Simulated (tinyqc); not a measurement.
Thermal stress, cracking, delamination and buckling of a thin film; Griffith cracks and misfitting inclusions: one step, computed by the program tinyqc.

Isotropic linear elasticity; the substrate is much thicker than the film; stress is positive in tension.

Task: A misfitting inclusion. Film material fills a long cylinder of radius R in the substrate, with the misfit e = thermal strain (it wants to shrink if e > 0). With the axial strain held by the substrate, s0 = (1 + nu) e/[(1 + nu)(1 - 2 nu)/E + (1 + nu_s)/E_s]; inside s_rr = s_tt = s0 and s_zz = E e + 2 nu s0; outside s_rr = s0 (R/r)^2, s_tt = -s_rr. Keep-out radius: where |s_rr| falls to 10 MPa (R if it is lower at the wall).

Inputs (values chosen for the exercise, modelled on a porous low-k oxide on silicon): film Young's modulus E = 7.67 GPa; film Poisson ratio nu = 0.24; deposition temperature T_d = 600 K; final temperature T = 300 K; substrate Young's modulus E_s = 133 GPa; substrate Poisson ratio nu_s = 0.21; inclusion radius R = 0.12 micrometre.

Inclusion: long cylinder (a filled via).

thermal strain = 0.00261

Give: radial stress at the wall s0; mean stress inside; keep-out radius.

Result:

radial stress at the wall s0 = 34.74 MPa

mean stress inside = 35.39 MPa

keep-out radius = 0.2237 micrometre

The stress does not depend on R; its reach scales with R.
